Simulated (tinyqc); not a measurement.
# Undoped symmetric double-gate MOSFET, analytic potential model: effect of the temperature

An undoped body of thickness ts between two equal insulators and tied gates; long channel, electrons only, n = ni exp((psi - V)/Vt) with V the quasi-Fermi potential (0 at the source, Vd at the drain), constant mobility, no quantisation. Across the body psi(x) = V - 2 Vt ln[(ts/(2 beta)) sqrt(q ni/(2 eps0 eps_r Vt)) cos(2 beta x/ts)], x from the centre. Q is the electron charge per area of the whole body.

Nc and Nv are given at 300 K and scale as (T/300 K)^1.5; Eg and mu are held fixed. ni = sqrt(Nc Nv) exp(-Eg/(2 Vt)), Eg in volts; r = eps_r tox/(eox ts); V0 = dphi + 2 Vt ln[(2/ts) sqrt(2 eps0 eps_r Vt/(q ni))]. beta (between 0 and pi/2) solves (Vg - V0 - V)/(2 Vt) = ln(beta) - ln(cos beta) + 2 r beta tan(beta). Q = 8 eps0 eps_r Vt beta tan(beta)/ts; I = mu (1/L)(4 eps0 eps_r/ts)(2 Vt)^2 [g(beta_s) - g(beta_d)] per width, g = beta tan(beta) - beta^2/2 + r beta^2 tan^2(beta), with beta_s at V = 0 and beta_d at V = Vd.  I(low) is taken at Vg = 0.12 V, Qs and I(high) at Vg = 0.87 V.

Values chosen for this exercise; material values close to those of silicon:
```
symbol    value        unit                                                         meaning
Eg         1.13          eV                                                        band gap
eps_r      11.6                                  relative permittivity of the semiconductor
Nc      2.76e19       cm^-3  conduction-band density of states at the reference temperature
Nv       2.6e19       cm^-3     valence-band density of states at the reference temperature
eox        9.14                                 relative permittivity of the gate insulator
tox         2.4          nm                                             insulator thickness
ts            6          nm                                                  body thickness
dphi      -0.14           V              gate work function less that of the intrinsic body
mu          330  cm^2/(V s)                                                channel mobility
L             1          um                                                     gate length
Vd          0.3           V                                                   drain voltage
```

Constants: q = 1.602176634e-19 C, kB = 1.380649e-23 J/K, Vt = kB T/q, eps0 = 8.8541878128e-14 F/cm where lengths are in cm. Results are converted to the units shown.

Results:
```
T (K)	V0 (V)	I(low) (nA/um)	Qs(high) (nC/cm^2)	I(high) (uA/um)
220	0.3903	0.001043	2639	172.5
250	0.3842	0.009893	2636	173.3
280	0.3780	0.05986	2637	174.6
310	0.3716	0.2623	2643	176.2
340	0.3650	0.9048	2651	178.0
370	0.3584	2.599	2662	180.1
430	0.3448	14.34	2693	184.7
```

Estimate the missing row, T = 400 K.

Computed row:
```
T (K)	V0 (V)	I(low) (nA/um)	Qs(high) (nC/cm^2)	I(high) (uA/um)
400	0.3516	6.465	2676	182.3
```

With this row back in the table: As T goes from 220 to 430 K, I(low) rises from 0.00104 to 14.3 nA/um and I(high) rises from 172 to 185 uA/um. V0 falls from 0.390 to 0.345 V. In every row the surface density at the source at the higher gate voltage passes 0.3 Nc, where Boltzmann statistics fail. In every row the mobility is held fixed, though a real one changes with T. In every row the body is thin enough for quantum confinement, left out here, to raise the threshold.

Computed by the program tinyqc: `OMP_NUM_THREADS=1 python tinyqc.py 2440121 2440122 out.jsonl`, one thread of a shared Intel Xeon 2.30GHz, about 0.03 s for the whole run.
